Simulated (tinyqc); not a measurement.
# Correction of a charged-defect supercell by a model charge and potential alignment (plane-averaged potentials), step by step

A worked calculation. Computed by tinyqc, a small Python program that keeps every step. Command: `OMP_NUM_THREADS=1 python tinyqc.py 3113208 3113209 out.jsonl align walk`. One thread of a shared host (Intel(R) Xeon(R) Processor @ 2.30GHz), about 0.01 s of CPU time with the checks. Intermediate numbers are printed to about 6 digits and carried at full precision; extremes and crossings named in words are read from the listed rows.

The "true" defect charge is (1 - x) q in a Gaussian of width sigma plus x q in one of width sigma_t, so the exact answer is known; the correction sees only a single model Gaussian of width sigma_m. A Gaussian of width s has the transform rho(G) = exp(-G^2 s^2/2), normalised to 1. A uniform background cancels q, so G = 0 is left out. Potentials are those felt by a unit positive charge. E_0 is the formation energy of the isolated defect, E_cell its value in the supercell, E_lat = E_iso - E_per of the model charge, C the true less the model potential far from the defect; the exact correction is E_0 - E_cell, and the error of a scheme is E_cell plus its correction less E_0.

Inputs (values chosen for the exercise, with screening close to that of GaAs):
```
quantity                                     value      unit
defect charge q                                  3         e
dielectric constant eps                       12.5         -
edge of the cubic cell L                      10.6  angstrom
width sigma of the true defect charge         0.78  angstrom
width sigma_m of the model charge             0.53  angstrom
share x of the charge in a wide tail             0         -
width sigma_t of the tail                      1.6  angstrom
formation energy of the isolated defect E_0   5.37        eV
```

Constants: e^2/(4 pi eps_0) = 14.39964548 eV angstrom.

## The supercell energy and its true error

Periodic energy E_per = (2 pi q^2/(eps L^3)) (e^2/(4 pi eps_0)) sum_(G != 0) rho(G)^2/G^2, G = (2 pi/L)(n1, n2, n3), |n_i| <= 16. Isolated energy: two Gaussians of charges q_a, q_b and widths a, b interact by q_a q_b (e^2/(4 pi eps_0 eps)) sqrt(2/pi)/sqrt(a^2 + b^2), and the self-energy is half the sum over pairs. Supercell value E_cell = E_0 + E_per - E_iso for the true charge.

E_iso, true charge = 3.74960 eV

E_per, true charge = 2.39531 eV

E_cell = 4.01571 eV

exact correction = 1.35429 eV

## Lattice energy of the model charge

E_lat = E_iso - E_per for the model charge; point-charge value alpha q^2 e^2/(4 pi eps_0 eps 2 L) with alpha = 2.837297.

E_iso, model = 5.51828 eV

E_per, model = 4.14608 eV

E_lat = 1.37220 eV

point-charge value = 1.38756 eV

## Plane-averaged potentials

Plane-averaged potential at distance z from the defect: V(z) = (4 pi q/(eps L^3)) (e^2/(4 pi eps_0 e)) sum_(m != 0) rho(G_m) cos(G_m z)/G_m^2, G_m = 2 pi m/L, |m| <= 40.

Potentials (V):
```
z/L   z (angstrom)       true      model  difference
0.00          0.00   0.232237   0.264815  -0.0325780
0.05          0.53   0.210614   0.232168  -0.0215532
0.10          1.06   0.156052   0.160434  -0.0043820
0.15          1.59   0.089018   0.085276   0.0037414
0.20          2.12   0.024447   0.018776   0.0056710
0.25          2.65  -0.031611  -0.037556   0.0059445
0.30          3.18  -0.077678  -0.083647   0.0059693
0.35          3.71  -0.113525  -0.119496   0.0059708
0.40          4.24  -0.139132  -0.145102   0.0059709
0.45          4.77  -0.154495  -0.160466   0.0059709
0.50          5.30  -0.159617  -0.165587   0.0059709
```

The difference moves by 0.00 mV between z/L = 0.4 and 0.5: a plateau.

## Alignment and corrected energy

C = difference at z = L/2; E_corr = E_cell + E_lat - q C. For charges that have died out at L/2, C = (2 pi q/(eps L^3)) (e^2/(4 pi eps_0 e)) (<s^2> - sigma_m^2), <s^2> = (1 - x) sigma^2 + x sigma_t^2.

alignment C = 0.00597086 V

C, closed form = 0.00597086 V

E_corr = 5.37 eV

error with alignment (rounded to 1e-4 meV) = 0 meV

error without alignment = 17.9126 meV

error with the point-charge term alone = 33.2761 meV

error without correction = -1354.29 meV

Errors are measured against E_0. Alignment cuts the error of the model charge from 18 to below 0.001 meV.

## Errors against cell size

Schemes: none; point-charge term alpha q^2 e^2/(4 pi eps_0 eps 2 L), alpha = 2.837297; E_lat of the model; E_lat - q C with C at z = L/2.

Error against E_0 (meV):
```
L (angstrom)      none  point charge  model charge  model and alignment
7.42          -1885.22       97.0153       52.2232          7.08503e-04
9.01          -1578.24       54.1847       29.1676          1.57425e-06
10.60         -1354.29       33.2761       17.9126          1.42814e-09
```

Between the last two rows the uncorrected error scales as L^-0.94 and the point-charge remainder as L^-3.00. With alignment the error is 0.0 meV in the smallest cell and 0.00 meV in the largest.

Checks made by the program: E_lat against the point-charge value less 2 pi q^2 sigma_m^2 e^2/(4 pi eps_0 eps L^3) (relative difference 2e-07).
